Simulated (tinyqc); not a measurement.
IGBT as a p-i-n diode in series with a MOS channel, on-state and switching loss: effect of the channel and accumulation resistance.

High injection (n = p) in a drift layer from x = -W/2 (anode) to +W/2 (cathode side), recombination only in the layer with lifetime tau, ideal emitters. The channel feeds the cathode side and carries the whole current. Auger recombination, carrier-carrier scattering, emitter losses and the carrier dip under the p body are left out.

b = mn/mp, B = (b - 1)/(b + 1), La = sqrt(2 Vt mn mp tau/(mn + mp)), y = W/(2 La). n(x) = (tau J/(2 q La))[cosh(x/La)/sinh y - B sinh(x/La)/cosh y]. Vm = Vt [(8 b/(b + 1)^2)(sinh y/s) arctan(s sinh y) + B ln((1 + B tanh^2 y)/(1 - B tanh^2 y))], s = sqrt(1 - B^2 tanh^2 y); Vj = Vt ln(n(-W/2) n(W/2)/ni^2), ni = sqrt(Nc Nv) exp(-Eg/(2 Vt)), Eg in volts; Vc = J Rch; Von = Vm + Vj + Vc. Stored charge tau J, turn-off energy Eoff = ks tau J Vdc, loss at half duty 0.5 J Von + f Eoff. A unipolar device on the same layer has Vu = J (W/(q mn Nd) + Rch).

Parameters, values chosen for the exercise; material values close to those of silicon: temperature T = 350 K; band gap Eg = 1.13 eV; conduction-band density of states at T Nc = 3.54e19 cm^-3; valence-band density of states at T Nv = 3.3e19 cm^-3; electron mobility mn = 997 cm^2/(V s); hole mobility mp = 342 cm^2/(V s); width of the drift layer W = 350 um; doping of the drift layer Nd = 1.8e13 cm^-3; high-injection lifetime tau = 13 us; current density J = 50 A/cm^2; link voltage Vdc = 1800 V; turn-off energy per stored charge and link voltage ks = 0.09; switching frequency f = 1 kHz.

Constants: q = 1.602176634e-19 C, kB = 1.380649e-23 J/K, Vt = kB T/q. Results are converted to the units shown.

The same in every row: y = 1.2384; Eoff (mJ/cm^2) = 105.30.

Effect of the channel and accumulation resistance:
```
Rch (mohm cm^2)	Von (V)	Vu (V)	total loss (W/cm^2)
0.2	0.90359	608.65	127.89
0.4	0.91359	608.66	128.14
0.78	0.93259	608.68	128.61
1.5	0.96859	608.71	129.51
3.1	1.0486	608.79	131.51
6.1	1.1986	608.94	135.26
12	1.4936	609.24	142.64
```

What does the table show?

As Rch goes from 0.2 to 12 mohm cm^2, Von rises from 0.904 to 1.49 V, Eoff stays at 105 mJ/cm^2 and the total loss rises from 128 to 143 W/cm^2. Von is below Vu in 7 of the 7 rows. In every row the density at the anode passes 2e17 cm^-3, where Auger recombination and emitter losses matter.

Numbers from tinyqc (`OMP_NUM_THREADS=1 python tinyqc.py 2590047 2590048 out.jsonl`; about 0.01 s on one thread of a shared Intel Xeon 2.30GHz).
